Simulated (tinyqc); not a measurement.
Strained quantum well: band edges, subbands and transparency: sweeps and comparisons. A value that a table varies takes the place of the one given here.

Growth on (001), barriers unstrained: tr(e) = e (2 - nu2), Z = b e (1 + nu2); Ec = Ev + Eg + ac tr(e), E_HH = Ev + av tr(e) + Z, E_LH = Ev + av tr(e) - Z (coupling to the split-off band left out).

Masses along z: me, 1/(g1 - 2 g2) for HH, 1/(g1 + 2 g2) for LH, likewise in the barrier; in the plane me, 1/(g1 + g2) for HH and 1/(g1 - g2) for LH (no mixing, which understates the hole masses away from k = 0). Level n solves k L + 2 atan[(k/m)/(kappa/mb)] = n pi, k = sqrt(m E/c), kappa = sqrt(mb (V - E)/c), c = hbar^2/2m0.

Transparency (Bernard-Duraffourg): Fc - Fv equals the lowest transition energy with n = p, n = sum m/(2 pi c) kB T ln(1 + exp((Fc - E)/kB T)) and p likewise over the listed subbands; c = hbar^2/2m0, 1/angstrom^2 = 1e16/cm^2.

Constants: hbar^2/2m0 = 3.80998211 eV angstrom^2; kB = 8.617333262e-05 eV/K; hc = 1239.841984 eV nm.

Parameters, chosen for this exercise (near those of a GaAsP/AlGaAs well; shifted at random, so the results belong to these values and not to a real crystal): nu2 = 0.917 (2 C12/C11); Eg = 1.67 eV (unstrained gap of the well); Ev = -0.894 eV (its valence edge); ac = -7.38 eV; av = 1.27 eV (Ev moves by av tr(e)); b = -1.92 eV (shear potential); Egb = 1.927 eV (gap of the barrier); Evb = -1 eV (its valence edge); L = 104 angstrom (well width); me = 0.0796 m0 (electron mass); g1 = 6.39 (gamma1); g2 = 1.75 (gamma2); meb = 0.1 m0; g1b = 5.7; g2b = 1.6; T = 350 K (temperature); es = (-0.014, -0.008, -0.003, 0, 0.003, 0.007, 0.012) (strains); e = 0.0072 (strain in the plane); Ls = (30, 40, 55, 70, 90, 120) angstrom (widths).

## Strain as a design knob

Only the strain is changed; the unstrained gap and the masses are kept.

Results:

| e (%) | wavelength (nm) | top hole | hh1 - lh1 (meV) | n_tr (1e12/cm^2) | share in top |
|---|---|---|---|---|---|
| -1.4 | 700 | hh1 | 108 | 1.128 | 0.54 |
| -0.8 | 712 | hh1 | 67 | 1.369 | 0.48 |
| -0.3 | 723 | hh1 | 32 | 1.468 | 0.38 |
| 0.0 | 730 | hh1 | 11 | 1.606 | 0.30 |
| 0.3 | 741 | lh1 | -10 | 1.619 | 0.51 |
| 0.7 | 764 | lh1 | -39 | 1.427 | 0.67 |
| 1.2 | 795 | lh1 | -75 | 1.319 | 0.79 |

n_tr is largest at e = +0.3 % (1.62), where hh1 - lh1 = -10 meV and the top subband holds 51 % of the holes, and smallest, 1.13, at -1.4 %. The top hole level turns from hh to lh, and the light from TE to TM, between 0.0 and +0.3 %. The wavelength runs from 700 to 795 nm.

## Width of the well

All levels anew.

Results:

| L (angstrom) | wavelength (nm) | top hole | hh1 - lh1 (meV) | n_tr (1e12/cm^2) | share in top | n_tr/L (1e18/cm^3) |
|---|---|---|---|---|---|---|
| 30 | 703 | lh1 | -8 | 1.284 | 0.69 | 4.28 |
| 40 | 720 | lh1 | -16 | 1.270 | 0.71 | 3.17 |
| 55 | 738 | lh1 | -25 | 1.273 | 0.72 | 2.31 |
| 70 | 750 | lh1 | -32 | 1.288 | 0.72 | 1.84 |
| 90 | 760 | lh1 | -38 | 1.350 | 0.70 | 1.50 |
| 120 | 769 | lh1 | -43 | 1.517 | 0.64 | 1.26 |

The wavelength tunes by 67 nm. The sheet density at transparency changes from 1.28 to 1.52, the top hole subband holding 0.69 and 0.64 of the holes at the ends, while the volume density falls by a factor 3.4. Critical thickness and carrier escape are left out.

## What each parameter does

Edge wavelength, hh1 - lh1 and n_tr. Each row changes one parameter from the base and keeps the others.

Results:

| case | wavelength (nm) | hh1 - lh1 (meV) | n_tr (1e12/cm^2) |
|---|---|---|---|
| base | 765.3 | -40.4 | 1.421 |
| L = 96 angstrom | 762.7 | -38.9 | 1.381 |
| e = 0.0052 | 753.6 | -26.1 | 1.501 |
| Eg = 1.65 eV | 774.6 | -40.4 | 1.413 |
| b = -2.21 eV | 767.2 | -48.2 | 1.394 |
| ac = -6.64 eV | 762.7 | -40.4 | 1.423 |
| me = 0.0876 m0 | 765.9 | -40.4 | 1.518 |
| g1 = 6.77 | 765.2 | -40.5 | 1.372 |
| T = 390 K | 765.3 | -40.4 | 1.660 |

The largest shifts from the base row, up to three for each result and ties (the steps differ in size, so this ranks the rows, not the parameters). wavelength (nm): e -11.7, Eg +9.3, ac -2.6, L -2.6; unchanged at the printed digits by T. hh1 - lh1 (meV): e +14.3, b -7.8, L +1.5; unchanged at the printed digits by Eg, ac, me and T. n_tr (1e12/cm^2): T +0.239, me +0.097, e +0.080.

tinyqc: `OMP_NUM_THREADS=1 python tinyqc.py 1282498 1282499 out.jsonl`; about 0.02 s, one thread, shared Intel(R) Xeon(R) Processor @ 2.30GHz.
